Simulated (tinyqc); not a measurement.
Gap and screening length from two transmissions.

Inverse problem. At the source junction of a tunnel FET, T(w) = exp(-S), S = 2 pi lam sqrt(m/(C Eg)) [w + Eg/2 - sqrt(w (w + Eg))], C = hbar^2/(2 m0). Find Eg (between 0.1 and 3 eV) and lam.

Inputs (values chosen for the exercise): band-edge mass of the two-band model m = 0.017 m0.

Constants: q = 1.602176634e-19 C, hbar = 1.054571817e-34 J s, m0 = 9.1093837015e-31 kg, hbar^2/(2 m0) = 0.0380998212 eV nm^2. Results are converted to the units shown.

T(w) at w = 0.08 and 0.5 eV: [0.045301982, 0.34981605]

Answer. The ratio of the two exponents depends on Eg alone and falls steadily with it, which fixes Eg; either exponent then gives lam.

ratio of the two S = 2.946
Eg = 0.3740 eV
lam = 5.900 nm

Program tinyqc, `OMP_NUM_THREADS=1 python tinyqc.py 2620013 2620014 out.jsonl`; Intel Xeon 2.30GHz, shared host, one thread, about 0.01 s.
